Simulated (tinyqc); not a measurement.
Hubbard ring of 3 sites, step by step. One step of it, computed by the program tinyqc.

Problem. The many-body Hamiltonian. Basis: all placements (u, d, 2, 0 on each site), up operators ordered before down ones; hops carry the sign of the same-spin electrons passed.

one-body matrix (hopping and site energies) (eV):
```
           1          2          3
1  -0.600000  -1.530000  -1.530000
2  -1.530000  -0.390000  -1.530000
3  -1.530000  -1.530000  -0.300000
```

U = 4.800000 eV

electrons, up and down: 2  1

Give: H.

Solution.

H (eV):
```
         2u0      u20      uud      20u      udu      u02      duu      02u
2u0   3.2100  -1.5300  -1.5300  -1.5300   0.0000   0.0000   1.5300   0.0000
u20  -1.5300   3.4200  -1.5300   0.0000  -1.5300   0.0000   0.0000   1.5300
uud  -1.5300  -1.5300  -1.2900   0.0000   0.0000  -1.5300   0.0000   0.0000
20u  -1.5300   0.0000   0.0000   3.3000  -1.5300  -1.5300  -1.5300   0.0000
udu   0.0000  -1.5300   0.0000  -1.5300  -1.2900  -1.5300   0.0000  -1.5300
u02   0.0000   0.0000  -1.5300  -1.5300  -1.5300   3.6000   0.0000   0.0000
duu   1.5300   0.0000   0.0000  -1.5300   0.0000   0.0000  -1.2900  -1.5300
02u   0.0000   1.5300   0.0000   0.0000  -1.5300   0.0000  -1.5300   3.7200
0u2   0.0000   0.0000   1.5300   0.0000   0.0000  -1.5300  -1.5300  -1.5300

         0u2
2u0   0.0000
u20   0.0000
uud   1.5300
20u   0.0000
udu   0.0000
u02  -1.5300
duu  -1.5300
02u  -1.5300
0u2   3.8100
```
